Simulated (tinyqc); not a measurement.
# Charge pumping in an n-channel transistor: effect of temperature

The gate is pulsed from accumulation to inversion and back. Energies E are counted from the intrinsic level; Dit(E) = D0 [1 + b (2 E/Eg)^2]. During each edge the traps near the bands emit their carriers, and those between Eh and Ee recombine once a cycle.

Nc and Nv are given at 300 K and scale as T^1.5, vth as T^0.5; Eg and the cross-sections are held. ni = sqrt(Nc Nv) exp(-Eg/(2 Vt)), Eg in volts; emission times te = (dV/Va) tf and th = (dV/Va) tr; Ee = -Vt ln(vth sn ni te), Eh = +Vt ln(vth sp ni th). Nit = integral of Dit from Eh to Ee = D0 [Ee - Eh + 4 b (Ee^3 - Eh^3)/(3 Eg^2)], Qcp = q A Nit, Icp = f Qcp.

Parameters, values chosen for the exercise; band and dielectric values close to those of silicon: band gap Eg = 1.13 eV; conduction-band density of states at 300 K Nc = 2.8e19 cm^-3; valence-band density of states at 300 K Nv = 2.63e19 cm^-3; gate area A = 52 um^2; trap density at midgap D0 = 3.6e10 cm^-2 eV^-1; rise of the trap density towards the band edges b = 6.6; cross-section for electrons sn = 3e-16 cm^2; cross-section for holes sp = 1.4e-16 cm^2; thermal velocity at 300 K, one nominal value for electrons and holes vth = 1.1e7 cm/s; Vth - Vfb dV = 0.53 V; pulse height Va = 3.3 V; frequency f = 2.4e5 Hz; rise time tr = 580 ns; fall time tf = 180 ns.

Constants: q = 1.602176634e-19 C, kB = 1.380649e-23 J/K, Vt = kB T/q. Results are converted to the units shown.

Effect of temperature:
```
T (K)  Ee (eV)   Eh (eV)  Nit (cm^-2)  Icp (pA)
180    0.45895  -0.45262    7.9805e10    1595.7
220    0.42777  -0.42003    6.8327e10    1366.2
260    0.39533  -0.38619    5.7754e10    1154.8
300    0.36183  -0.35128    4.8180e10    963.36
340    0.32741  -0.31545    3.9639e10    792.58
380    0.29217  -0.27881    3.2120e10    642.25
420    0.25621  -0.24144    2.5580e10    511.47
```

The window Ee - Eh shrinks from 0.912 to 0.498 eV, since emission is faster when hot, and Icp falls from 1600 to 511 pA.

Range of the model: The Fermi levels of inversion and accumulation are taken to lie beyond Ee and Eh, the flat tops to fill all traps, and no geometric current is added.

Computed by the program tinyqc: `OMP_NUM_THREADS=1 python tinyqc.py 2030045 2030046 out.jsonl`, one thread of a shared Intel Xeon 2.30GHz, about 0.01 s for the whole run.
